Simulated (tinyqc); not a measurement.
Oxide trap near a transistor channel: two-state multiphonon kinetics, telegraph noise and bias instability: one step, computed by the program tinyqc.

An n-channel device under positive gate bias. The trap is empty (state 1) or holds an electron (state 2); both states are parabolas of equal curvature, and the electron reservoir is taken at the Fermi level of the channel.

Problem. Barriers and time constants. E_21 = E_t - e F x is the energy of state 2 over state 1; barriers E_c = (E_R + E_21)^2/(4 E_R), E_e = E_c - E_21; tau_c = exp(E_c/k_B T)/(k_0 P), tau_e = exp(E_e/k_B T)/(k_0 P), P the tunnelling factor; occupation f_2 = tau_e/(tau_c + tau_e); 1/tau_0 = 1/tau_c + 1/tau_e.

Inputs (values chosen for the exercise, with an insulator like SiO2 on silicon):
```
quantity,value,unit
trap depth x from the interface,0.8,nm
trap level above E_F at zero field E_t,0.38,eV
relaxation energy E_R,2.3,eV
oxide field F,5.9,MV/cm
attempt rate k_0 at the interface,5e+11,1/s
temperature T,400,K
```

Parts treated: one trap.

tunnelling factor = 1.278747e-04

Constants: k_B = 8.617333262e-05 eV/K.

Give: E_21; capture barrier E_c; emission barrier E_e; capture time tau_c; emission time tau_e; occupation f_2; tau_0.

Solution.

E_21 = -0.092 eV

capture barrier E_c = 0.52992 eV

emission barrier E_e = 0.62192 eV

capture time tau_c = 0.074292 s

emission time tau_e = 1.0717 s

occupation f_2 = 0.93517

tau_0 = 0.069476 s

The two times are within a factor 30 of each other, so the trap switches between both states and shows as telegraph noise.
